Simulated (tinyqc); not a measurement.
Worked calculation: coupled-perturbed Hartree-Fock on RHF in the sto-3g basis, for BeH+, spin multiplicity 1. One step of it, computed by the program tinyqc.

Problem. Coupled step 2. U_ai = -(mu_ai + sum_bj [4 (ai|bj) - (ab|ij) - (aj|bi)] U_bj) / (e_a - e_i); alpha = -4 sum U_ai mu_ai.

U after step 1:
```
           i1         i2
a3   0.000000   0.000000
a4  -0.017793  -2.211403
a5   0.002673   0.332157
a6   0.000000   0.000000
```

dipole integrals <a|y|i> (bohr):
```
           i1         i2
a3   0.000000   0.000000
a4   0.145300   0.871182
a5  -0.021824  -0.130853
a6   0.000000   0.000000
```

orbital energies (hartree): MO1 -5.005652, MO2 -0.685766, MO3 -0.257121, MO4 -0.132650, MO5 -0.132650, MO6 0.195500

Two-electron integrals over orbitals (pq|rs), unique and non-zero (hartree):
```
(11|11) 2.275568    (21|11) -0.167407   (21|21) 0.020809    (22|11) 0.463126
(22|21) 0.000408    (22|22) 0.489353    (31|11) -0.173214   (31|21) 0.016904
(31|22) -0.015699   (31|31) 0.027065    (32|11) 0.057983    (32|21) -0.005577
(32|22) -0.067711   (32|31) 0.002197    (32|32) 0.047932    (33|11) 0.540829
(33|21) -0.011917   (33|22) 0.321874    (33|31) 0.003385    (33|32) 0.033227
(33|33) 0.448255    (41|41) 0.015591    (42|41) 0.013700    (42|42) 0.043991
(43|41) 0.013914    (43|42) 0.032777    (43|43) 0.050317    (44|11) 0.569237
(44|21) -0.005993   (44|22) 0.356338    (44|31) -0.006099   (44|32) 0.029382
(44|33) 0.391993    (44|44) 0.449859    (51|51) 0.015591    (52|51) 0.013700
(52|52) 0.043991    (53|51) 0.013914    (53|52) 0.032777    (53|53) 0.050317
(54|54) 0.024249    (55|11) 0.569237    (55|21) -0.005993   (55|22) 0.356338
(55|31) -0.006099   (55|32) 0.029382    (55|33) 0.391993    (55|44) 0.401360
(55|55) 0.449859    (61|11) 0.093669    (61|21) -0.015121   (61|22) -0.009864
(61|31) -0.003234   (61|32) 0.007514    (61|33) 0.016285    (61|44) 0.002239
(61|55) 0.002239    (61|61) 0.017208    (62|11) -0.131971   (62|21) 0.001954
(62|22) 0.036895    (62|31) 0.007802    (62|32) -0.051127   (62|33) -0.020915
(62|44) -0.064629   (62|55) -0.064629   (62|61) 0.003326    (62|62) 0.121051
(63|11) 0.062860    (63|21) -0.003316   (63|22) -0.056369   (63|31) 0.005263
(63|32) 0.042604    (63|33) 0.055705    (63|44) 0.026953    (63|55) 0.026953
(63|61) 0.007127    (63|62) -0.054770   (63|63) 0.059253    (64|41) -0.008206
(64|42) -0.027838   (64|43) -0.011066   (64|64) 0.024142    (65|51) -0.008206
(65|52) -0.027838   (65|53) -0.011066   (65|65) 0.024142    (66|11) 0.494629
(66|21) -0.001209   (66|22) 0.492720    (66|31) -0.014241   (66|32) -0.069879
(66|33) 0.349196    (66|44) 0.359820    (66|55) 0.359820    (66|61) -0.007324
(66|62) 0.066999    (66|63) -0.059545   (66|66) 0.532363
```

Give: U after step 2; polarisability.

Solution.

U after step 2:
```
         i1       i2
a3   0.0000   0.0000
a4  -0.0104  -2.4706
a5   0.0016   0.3711
a6   0.0000   0.0000
```

polarisability = 8.8096 bohr^3
